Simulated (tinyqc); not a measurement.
CMOS latch-up, two-transistor model: one step of the calculation.

A parasitic pnp (emitter at Vdd, base shunted by Rw) and npn (emitter at ground, base shunted by Rs) feed each other: the npn collector current flows out of the pnp base node, the pnp collector current into the npn base node. Forward-active transistors with constant gains: Icn = Isn exp(Vn/Vt), Icp = Isp (exp(Vp/Vt) - 1). A current Ii is injected into the npn base node.

Task. The off branch. Node equations: Vp/Rw + Icp/bp = Icn and Vn/Rs + Icn/bn = Icp + Ii. Loop gain G = gn gp/[(1/Rw + gp/bp)(1/Rs + gn/bn)], gn = Icn/Vt, gp = (Icp + Isp)/Vt; the off state ends where G = 1, and Ii there is the trigger current. For each Vn: Icn, then Vp from the first equation, then Ii from the second.

Values chosen for this exercise; values close to those of bulk CMOS:
- T = 300 K (temperature)
- bn = 1.3 (current gain of the npn)
- bp = 5.8 (current gain of the pnp)
- Isn = 9.5e-15 A (saturation current of the npn at T)
- Isp = 2e-15 A (saturation current of the pnp at T)
- Rs = 84 ohm (substrate resistance shunting the npn)
- Rw = 800 ohm (well resistance shunting the pnp)
- Ii = 6.56 mA (current injected into the substrate)

Constants: q = 1.602176634e-19 C, kB = 1.380649e-23 J/K, Vt = kB T/q. Results are converted to the units shown.

Vn, point 0 to 7 (V): [0.45, 0.53, 0.58, 0.61, 0.63, 0.65, 0.665, 0.68]

Give: Icn; Vp; Icp; Ii; G.

Result.

Icn, point 0 to 7 (mA): [3.447e-4, 0.007609, 0.05264, 0.1680, 0.3641, 0.7893, 1.410, 2.519]
Vp, point 0 to 7 (V): [2.757e-4, 0.006087, 0.04211, 0.1344, 0.2913, 0.6233, 0.7242, 0.7536]
Icp, point 0 to 7 (mA): [2.145e-14, 5.310e-13, 8.196e-12, 3.600e-10, 1.566e-7, 0.05913, 2.928, 9.146]
Ii, point 0 to 7 (mA): [5.357, 6.315, 6.945, 7.391, 7.780, 8.286, 6.073, 0.8867]
G, point 0 to 7: [6.999e-14, 1.900e-12, 4.769e-11, 4.306e-9, 3.001e-6, 1.200, 5.520, 6.376]

Ii peaks at 8.287 mA, at Vn = 0.6497 V where G = 1; beyond it the loop feeds itself.

Computed by the program tinyqc: `OMP_NUM_THREADS=1 python tinyqc.py 2670007 2670008 out.jsonl`, one thread of a shared Intel Xeon 2.30GHz, about 0.06 s for the whole run.
